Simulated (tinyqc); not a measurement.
# AlGaN/GaN HEMT with access regions, lumped model: effects of single changes

A polarisation-induced electron sheet under a Schottky gate, in series with two ungated access regions and contacts. Drift law v = mu E/(1 + mu E/vs) under the gate. Currents in mA/mm, resistances in ohm mm. No self-heating, no channel-length modulation; fits for polarisation, barrier and offset are chosen for the exercise.

Values chosen for this exercise; values close to those of AlGaN/GaN structures:
- x = 0.27 (aluminium share of the barrier)
- d = 18 nm (barrier thickness)
- eps_r = 9.5 (relative permittivity of barrier and channel)
- mu = 1900 cm^2/(V s) (channel mobility)
- vs = 1.6e7 cm/s (saturation velocity)
- Lg = 0.25 um (gate length)
- Ls = 0.5 um (source access length)
- Ld = 2 um (drain access length)
- Rc = 0.26 ohm mm (resistance of each contact)
- ft = 0 (share of the drain-access electrons removed by traps)
- Vg = -0.5 V (gate voltage)

Constants: q = 1.602176634e-19 C, eps0 = 8.8541878128e-14 F/cm where lengths are in cm. Results are converted to the units shown.

Each table varies one quantity; the others keep the values above.

## Effect of the share of the drain-access electrons removed by traps

sigma = (5e13 x + 1.6e13 x^2) cm^-2, phiB = 0.84 + 1.3 x, dEc = 0.7 (1.71 x + x^2) in volts, Cb = eps0 eps_r/d, VT = phiB - dEc - q sigma/Cb, access density n0 = -Cb VT/q. Access resistance R(L, n) = L/(q mu n sqrt(1 - (I/(q n vs))^2)); Rs = Rc + R(Ls, n0), Rd = Rc + R(Ld, (1 - ft) n0). Vg' = Vg - I Rs, Vd' = Vd - I (Rs + Rd); with u = Vg' - VT, Vc = vs Lg/mu and w the smaller of Vd' and Vc [sqrt(1 + 2 u/Vc) - 1] (0 if negative), the channel gives (mu Cb/Lg)(u w - w^2/2)/(1 + w/Vc). I equals that channel current. Isat is I at Vd = 10 V, gm = dIsat/dVg, Ron the limit of Vd/I at small Vd.

The same in every row: VT (V) = -4.212; n0 (cm^-2) = 1.228e13.

Result of one run:

| ft | Ron (ohm mm) | Isat (mA/mm) | gm (mS/mm) |
|---|---|---|---|
| 0.2 | 1.398 | 1580 | 475.6 |

What becomes of these results when the share of the drain-access electrons removed by traps ft is changed from 0.2 to 0.4, all else the same?

Result of the changed run:

| ft | Ron (ohm mm) | Isat (mA/mm) | gm (mS/mm) |
|---|---|---|---|
| 0.4 | 1.621 | 1580 | 475.6 |

The whole series:

| ft | Ron (ohm mm) | Isat (mA/mm) | gm (mS/mm) |
|---|---|---|---|
| 0 | 1.264 | 1580 | 475.6 |
| 0.1 | 1.324 | 1580 | 475.6 |
| 0.2 | 1.398 | 1580 | 475.6 |
| 0.3 | 1.494 | 1580 | 475.6 |
| 0.4 | 1.621 | 1580 | 475.6 |
| 0.5 | 1.799 | 1543 | 11.30 |
| 0.6 | 2.067 | 1238 | 0.8773 |
| 0.7 | 2.512 | 929.4 | 0.2098 |

As ft goes from 0 to 0.7, Ron rises from 1.26 to 2.51 ohm mm, Isat falls from 1580 to 929 mA/mm and gm falls from 476 to 0.210 mS/mm. The ceiling Cb vs is 748 mS/mm. In every row the power passes 5 W/mm, where self-heating, left out here, lowers the current. For ft = 0.5 to 0.7 the gated channel is not yet saturated at 10 V, because the access regions take the voltage, and gm drops.

## Effect of the gate voltage

Same model as above.

The same in every row: VT (V) = -4.212; n0 (cm^-2) = 1.228e13.

Result of one run:

| Vg (V) | Ron (ohm mm) | Isat (mA/mm) | gm (mS/mm) |
|---|---|---|---|
| -3 | 1.421 | 419.0 | 432.1 |

What becomes of these results when the gate voltage Vg is changed from -3 to -2.3 V, all else the same?

Result of the changed run:

| Vg (V) | Ron (ohm mm) | Isat (mA/mm) | gm (mS/mm) |
|---|---|---|---|
| -2.3 | 1.336 | 731.8 | 458.4 |

The whole series:

| Vg (V) | Ron (ohm mm) | Isat (mA/mm) | gm (mS/mm) |
|---|---|---|---|
| -3.8 | 1.873 | 100.4 | 343.0 |
| -3 | 1.421 | 419.0 | 432.1 |
| -2.3 | 1.336 | 731.8 | 458.4 |
| -1.5 | 1.292 | 1105 | 472.3 |
| -0.8 | 1.271 | 1437 | 476.1 |
| 0 | 1.255 | 1817 | 471.4 |
| 0.7 | 1.246 | 2142 | 455.9 |
| 1.5 | 1.238 | 2492 | 413.1 |

As Vg goes from -3.8 to 1.5 V, Ron falls from 1.87 to 1.24 ohm mm, Isat rises from 100 to 2490 mA/mm and gm goes from 343 through a maximum of 476 (at Vg = -0.8 V among the rows listed) to 413 mS/mm. The ceiling Cb vs is 748 mS/mm. For Vg = -2.3 to 1.5 V the power passes 5 W/mm, where self-heating, left out here, lowers the current. At Vg = 1.5 V Vg comes within 0.2 V of phiB or passes it, so at low drain current, as for Ron, the Schottky gate would conduct.

## Output curve without and with trapping

Same model as above.

The two columns take ft = 0 and ft = 0.3; collapse = 1 - (second)/(first).

Output curve without and with trapping:

| Vd (V) | I, ft = 0 (mA/mm) | I, ft = 0.3 (mA/mm) | collapse (%) |
|---|---|---|---|
| 0.25 | 196.3 | 166.4 | 15.24 |
| 0.5 | 388.5 | 329.5 | 15.18 |
| 1 | 753.1 | 639.2 | 15.13 |
| 2 | 1342 | 1152 | 14.10 |
| 3 | 1580 | 1483 | 6.17 |
| 4 | 1580 | 1580 | 0.00 |
| 6 | 1580 | 1580 | 0.00 |
| 8 | 1580 | 1580 | 0.00 |
| 12 | 1580 | 1580 | 0.00 |

What does the table show?

Without trapping the current rises from 196 to 1580 mA/mm and first comes within 2 % of its last value at Vd = 3 V among the rows; with trapping that knee lies at 4 V. The collapse is 15 % in the first row, at most 15 % and 0 % in the last: once the gated channel saturates, the drain access only takes spare voltage. For Vd = 4 to 12 V the power passes 5 W/mm, where self-heating, left out here, lowers the current.

Numbers from tinyqc (`OMP_NUM_THREADS=1 python tinyqc.py 2570015 2570016 out.jsonl`; about 0.03 s on one thread of a shared Intel Xeon 2.30GHz).
